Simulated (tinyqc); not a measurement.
# MOS inversion layer, Poisson-Schroedinger loop: effect of the temperature

Electrons confined at an insulator interface at z = 0, treated as a hard wall; parabolic valleys, Hartree approximation, no image or exchange terms. The depletion charge lies far deeper than the electrons and gives a uniform field q Nd/(eps0 eps_r); the gate balances all charge. Energies are counted from the band edge at the interface.

Schroedinger equation -(C/mz) psi'' + (V0 + U) psi = E psi, C = hbar^2/(2 m0), psi(0) = 0, on a uniform mesh of 800 nodes with a far wall at 64 nm, 8 levels a set; V0 = q Nd z/(eps0 eps_r); dU/dz = q (Ns - integral of n from 0 to z)/(eps0 eps_r), U(0) = 0; N_k = g md m0 q Vt/(pi hbar^2) ln(1 + exp((EF - E_k)/Vt)), g the number of valleys of the set, sum N_k = Ns. Triangular well: E_k = a_k (C F^2/mz)^(1/3), a_1 = 2.338107, a_2 = 4.087949, C = hbar^2/(2 m0), F in eV/nm. Fang-Howard (all electrons in the lowest level of set A): b^3 = 6 (mz1/C) q (Nd + 11 Ns/32)/(eps0 eps_r), centroid 3/b, level C b^2/(4 mz1) + (3/b) q (Nd + 11 Ns/16)/(eps0 eps_r). The centroid adds 3.9 z_av/eps_r to an oxide-equivalent thickness. Shares under 0.0001 % are printed as 0.

Inputs (values chosen for the exercise); masses and permittivity close to those of In0.53Ga0.47As:
- eps_r = 14.2 (relative permittivity)
- mz1 = 0.0403 m0 (mass along z of valley set A (1 valley(s)))
- md1 = 0.0406 m0 (in-plane density-of-states mass of set A)
- Ns = 9.7e11 cm^-2 (sheet density of electrons)
- Nd = 3.9e11 cm^-2 (sheet density of depletion charge)

Constants: q = 1.602176634e-19 C, kB = 1.380649e-23 J/K, hbar = 1.054571817e-34 J s, m0 = 9.1093837015e-31 kg, Vt = kB T/q, eps0 = 8.8541878128e-14 F/cm where lengths are in cm, hbar^2/(2 m0) = 0.0380998212 eV nm^2. Results are converted to the units shown.

The same in every row: Fang-Howard centroid (nm) = 7.73.

Effect of the temperature:
```
T (K)  A1 (meV)  A2 (meV)  EF (meV)  share of A1 (%)  share of A2 (%)  centroid z_av (nm)  added oxide equivalent (nm)
20          136       198       193             99.8            0.222                7.26                         1.99
50          136       199       193             98.3             1.72                7.35                         2.02
77          137       199       192             96.7             3.31                7.45                         2.05
120         137       201       191             94.0             5.87                7.62                         2.09
200         137       203       187             88.8             10.2                7.99                         2.19
300         138       206       181             82.2             14.2                8.56                         2.35
400         139       210       171             76.0             16.9                9.23                         2.53
500         139       213       158             70.3             18.7                9.94                         2.73
```

What does the comparison show?

As T goes from 20 to 500, A1 rises from 136 to 139 meV, the share of A1 falls from 99.8 to 70.3 % and the centroid rises from 7.26 to 9.94 nm. The Fang-Howard centroid is 6.5 % above the full one in the first row, where A1 holds 99.8 %, and 22 % below it in the last, where A1 holds 70.3 %.

Program tinyqc, `OMP_NUM_THREADS=1 python tinyqc.py 2160076 2160077 out.jsonl`; Intel Xeon 2.30GHz, shared host, one thread, about 0.5 s.
